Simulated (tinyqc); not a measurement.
MOSFET with velocity saturation and source resistance: two steps of the calculation.

Strong inversion, charge Q = Cox (Vg - m V) at channel potential V with Vg the gate overdrive, and drift velocity v = mu E/(1 + mu E/vsat). Integrating along the channel gives I = mu Cox (1/L)(Vg Vd - m Vd^2/2)/(1 + Vd/Vc) per width, Vc = vsat L/mu, which peaks at Vdsat. Units: I in uA/um, Rs in ohm um, so the drop over Rs is 1e-6 I Rs volts.

Values chosen for this exercise:

| symbol | value | unit | meaning |
|---|---|---|---|
| Cox | 2.38 | uF/cm^2 | gate capacitance |
| mu0 | 100 | cm^2/(V s) | mobility at low gate voltage |
| th | 0.6 | 1/V | mobility degradation |
| vsat | 8.6e6 | cm/s | saturation velocity |
| m | 1.29 |  | body factor |
| VT | 0.6 | V | threshold |
| L | 0.1 | um | channel length |
| Rs | 200 | ohm um | source resistance |
| Vgs | 1.5 | V | gate voltage |

Problem 1. Saturation without source resistance. Vg = Vgs - VT (0 if negative), mu = mu0/(1 + th Vg), Vc = vsat L/mu, x = sqrt(1 + 2 Vg/(m Vc)), Vdsat = 2 Vg/(m (1 + x)), Isat = Cox vsat Vg (x - 1)/(x + 1) per width. Long-channel limit: mu Cox Vg^2/(2 m L); short-channel limit: Cox vsat Vg.

Find: Vg; mu; Vc; Vdsat; Isat; long-channel limit; short-channel limit.

Solution 1.

Vg = 0.9000 V
mu = 64.94 cm^2/(V s)
Vc = 1.324 V
Vdsat = 0.5735 V
Isat = 327.9 uA/um
long-channel limit = 485.2 uA/um
short-channel limit = 1842 uA/um

Problem 2. Saturation current with source resistance. Vg = Vgs - I Rs - VT (0 if negative), mu = mu0/(1 + th Vg), Vc = vsat L/mu, x = sqrt(1 + 2 Vg/(m Vc)), Vdsat = 2 Vg/(m (1 + x)), Isat = Cox vsat Vg (x - 1)/(x + 1) per width. I(new) = Isat.

I at the start = 0 uA/um

Give: Vg; mu; Vc; Vdsat; Isat; I after iteration 1.

Solution 2.

Vg = 0.9000 V
mu = 64.94 cm^2/(V s)
Vc = 1.324 V
Vdsat = 0.5735 V
Isat = 327.9 uA/um
I after iteration 1 = 327.9 uA/um

Computed by the program tinyqc: `OMP_NUM_THREADS=1 python tinyqc.py 2500149 2500150 out.jsonl`, one thread of a shared Intel Xeon 2.30GHz, about 0.01 s for the whole run.
